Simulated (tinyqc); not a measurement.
FCI on RHF in the 6-311g basis, for H-, spin multiplicity 1, step by step. The basis has no diffuse functions, so it cannot describe the extra electron: this is an exercise in the method, not the real anion. One step of it, computed by the program tinyqc.

Question. Iteration 6 (converged): orbitals. Diagonalise F' = X^T F X, C = X C', fill 1 alpha and 1 beta electrons from the bottom; D = 2 C_occ C_occ^T. Each column has its largest component positive (the first on a tie).

converged F (hartree), lower triangle:
```
           1H 1s      1H 2s     1H 3s
1H 1s   1.153994
1H 2s  -0.021484   0.169888
1H 3s  -0.261960  -0.038268  0.063977
```

X, lower triangle:
```
           1H 1s      1H 2s     1H 3s
1H 1s   1.366024
1H 2s  -0.728467   2.045624
1H 3s   0.179565  -0.905584  1.539843
```

Give: F' = X^T F X; orbital energies; coefficients C; D after iteration 6.

Answer.

F' = X^T F X (hartree), lower triangle:
```
         1        2       3
1   2.1698
2  -1.1643   1.2359
3  -0.0681  -0.3924  0.2971
```

orbital energies (hartree): MO1 -0.0037, MO2 0.7390, MO3 2.9676

coefficients C:
```
          MO1      MO2      MO3
1H 1s  0.1750   0.0850  -1.5463
1H 2s  0.1747   1.4880   1.8140
1H 3s  0.7648  -1.4374  -0.7566
```

D after iteration 6, lower triangle:
```
        1H 1s   1H 2s   1H 3s
1H 1s  0.0612
1H 2s  0.0611  0.0610
1H 3s  0.2676  0.2672  1.1697
```
